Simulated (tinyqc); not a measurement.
The product rho l across metals: free and nearly free electrons in a metal.

Constants: hbar^2/2m0 = 3.80998211 eV angstrom^2; hbar = 6.58211957e-16 eV s.

Free electrons with m = 1; fcc cells hold 4 atoms and bcc cells 2; n = atoms z/a^3, kF = (3 pi^2 n)^(1/3), rho l = hbar kF/(n e^2), e = 1.602176634e-19 C. Inputs are chosen for the exercise.

Results:
```
case     lattice  a (angstrom)  z  rho (micro-ohm cm)  kF (1/angstrom)  EF (eV)  l (nm)  rho l (1e-16 ohm m^2)
near Ag      fcc         4.099  1                1.63            1.198     5.47    52.0                   8.47
near K       bcc         5.224  1                7.35            0.746     2.12    29.7                  21.85
near Ca      fcc         5.584  2                3.46            1.108     4.68    28.6                   9.91
near Al      fcc         4.044  3                2.39            1.751    11.69    16.6                   3.97
near Au      fcc         4.071  1                2.05            1.206     5.54    40.8                   8.36
near Na      bcc         4.189  1                4.57            0.930     3.30    30.7                  14.05
```

rho l falls as n^(-2/3): it is lowest for the case near Al and highest for near K. The lowest bulk rho belongs to near Ag; in very narrow wires, where rho l rules, the order changes. Real Fermi surfaces depart from spheres, most for the polyvalent and noble metals.

Program tinyqc; command `OMP_NUM_THREADS=1 python tinyqc.py 1650521 1650522 out.jsonl`; about 0.01 s on one thread of a shared Intel(R) Xeon(R) Processor @ 2.30GHz.
